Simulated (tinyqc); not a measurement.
Where the wafer is too thin: surface photovoltage measurement of the minority-carrier diffusion length in a wafer. Computed by tinyqc, a small Python program. Command: `OMP_NUM_THREADS=1 python tinyqc.py 3130178 3130179 out.jsonl spv walk`. One thread of a shared host (Intel(R) Xeon(R) Processor @ 2.30GHz), about 0.01 s of CPU time with the checks.

Low injection, steady light, a depletion layer much thinner than 1/alpha and L. The excess density dn is taken at the front edge of the neutral region; light that reaches the back is lost.

Inputs (values chosen for the exercise, modelled on p-type silicon at room temperature):
```
quantity,value,unit
wafer thickness W,725,micrometre
diffusivity D,28.7,cm^2/s
front recombination velocity S_f,36000,cm/s
back recombination velocity S_b,530,cm/s
photon flux entering,4e+12,1/(cm^2 s)
```

Method:
- alpha = (84.732/lambda - 76.417)^2 per cm with lambda in micrometre (an empirical fit for silicon between 0.7 and 1.05 micrometre).
- Thick wafer: dn = Phi L/((S_f + D/L)(L + 1/alpha)). Finite wafer, with s = S_b L/D, w = W/L, a = alpha L: dn = [Phi a/(a^2 - 1)] [a - B - exp(-alpha W)(a - s)/(cosh w + s sinh w)]/(S_f + B D/L), B = (sinh w + s cosh w)/(cosh w + s sinh w).
- Readings y = (Phi/dn) (1 + noise x g) at 780, 830, 880, 920, 950, 975 and 995 nm; a least-squares line y = c (1/alpha + L_app) gives L_app = intercept/slope.
- No noise; L is varied at fixed W, and the last two columns set S_b to 0 and to 1e7 cm/s.

Apparent length (micrometre):
```
L,W/L,given S_b,S_b = 0,S_b = 1e7
36.2,20.028,36.2,36,36.20
72.5,10.000,72.5,73,72.50
145.0,5.000,145.1,145,144.88
218.0,3.326,218.8,220,215.82
362.0,2.003,366.9,390,334.43
580.0,1.250,571.6,746,444.72
942.0,0.770,799.3,1634,522.11
1520.0,0.477,963.0,3724,560.94
2900.0,0.250,1067.6,10444,580.94
```

What does the comparison show, and why?

With a fast back surface L_app levels off, at 581 micrometre in the last row; with a passive one it reaches up to 3.60 times L among these rows and is 10400 in the last. All three columns are within 5 % of L down to W/L = 3.3.

Extremes, crossings and ranges named in words are read from the listed rows.
